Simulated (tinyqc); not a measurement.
From results to parameters: diatomic chain. Computed by the program tinyqc.

Problem. A chain of two alternating masses has one spring constant k; at the zone edge omega^2 = 2k/M and 2k/m, and wavenumber = 521.4708 sqrt(omega^2) with omega^2 in eV/(angstrom^2 u). Find k, the heavier mass and the optical wavenumber at q = 0.

wavenumbers at the zone edge (cm^-1): 119.794556  425.779125
lighter mass = 14.700000 u

Solution. The upper value gives k = m omega^2/2, the ratio of the squares gives M/m, and at q = 0 omega^2 = 2k (1/m + 1/M), the sum of the two.

k = 4.900 eV/angstrom^2
heavier mass = 185.7000 u
optical wavenumber at q = 0 = 442.311 cm^-1
